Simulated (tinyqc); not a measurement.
What a faster ramp buys: rapid thermal processing of a wafer: radiative balance, ramp and cooling, pattern effects, pyrometer error and spike budget. Computed by tinyqc, a small Python program. Command: `OMP_NUM_THREADS=1 python tinyqc.py 3111986 3111987 out.jsonl rtp walk`. One thread of a shared host (Intel(R) Xeon(R) Processor @ 2.30GHz), about 0.04 s of CPU time with the checks.

The wafer is opaque and uniform through its thickness unless said otherwise; temperatures in formulas are in kelvin (C + 273.15). sigma = 5.670374419e-12 W/(cm^2 K^4).

Inputs (values chosen for the exercise, modelled on a hot silicon wafer):
```
quantity,value,unit
wafer thickness d,775,micrometre
heat capacity per volume C,2.03,J/(cm^3 K)
thermal conductivity k,0.26,W/(cm K)
emissivity eps of each face,0.66,-
reflectivity of the chamber walls r,0.65,-
"gas heat-transfer coefficient h, both faces together",0.55,mW/(cm^2 K)
wall temperature T_w,500,K
process temperature,938,C
starting temperature,450,C
ramp rate,130,K/s
activation energy of the process E_a,3.66,eV
```

Constants: k_B = 8.617333262e-05 eV/K.

Method:
- Effective emissivity between parallel grey plates: eps_eff = 1/(1/eps + 1/(1 - r) - 1). Loss per area q(T) = 2 eps_eff sigma (T^4 - T_w^4) + h (T - T_w).
- Absorbed power during a ramp = q(T) + C d x ramp rate; thermal time constant tau = C d/(dq/dT), dq/dT = 8 eps_eff sigma T^3 + h; natural cooling rate q/(C d); front-to-back difference under one-sided heating at the end of the ramp = (absorbed power) d/(2 k).
- Cooling with the lamps off: C d dT/dt = -q(T), integrated adaptively (relative tolerance 1e-10).
- Spike anneal: linear ramp to the peak, then lamps off. Equivalent time at the peak = int exp(-(E_a/k_B)(1/T - 1/T_peak)) dt; estimate (k_B T^2/E_a)(1/ramp rate + 1/cooling rate). The ramp part uses 4000 trapezoid steps, the cooling part 4000 steps over 4 tau.

time constant tau = 6.43496 s

holding power q = 7.41711 W/cm^2

natural cooling rate = 47.1451 K/s

Against the ramp rate:
```
ramp (K/s),ramp part (s),cooling part (s),total (s),power at the peak (W/cm^2)
10,3.2719,0.77556,4.0475,8.99
25,1.3088,0.77556,2.0843,11.35
50,0.6544,0.77556,1.4299,15.28
100,0.3272,0.77556,1.1028,23.15
250,0.1309,0.77556,0.9064,46.75
500,0.0654,0.77556,0.8410,86.08
1000,0.0327,0.77556,0.8083,164.74
```

What does the comparison show, and why?

From 10 to 100 K/s the total falls by a factor 3.7, from 100 to 1000 K/s by 1.36: the cooling part, 0.776 s, is a floor, and the natural cooling rate here is 47.1 K/s.

Extremes, crossings and ranges named in words are read from the listed rows.
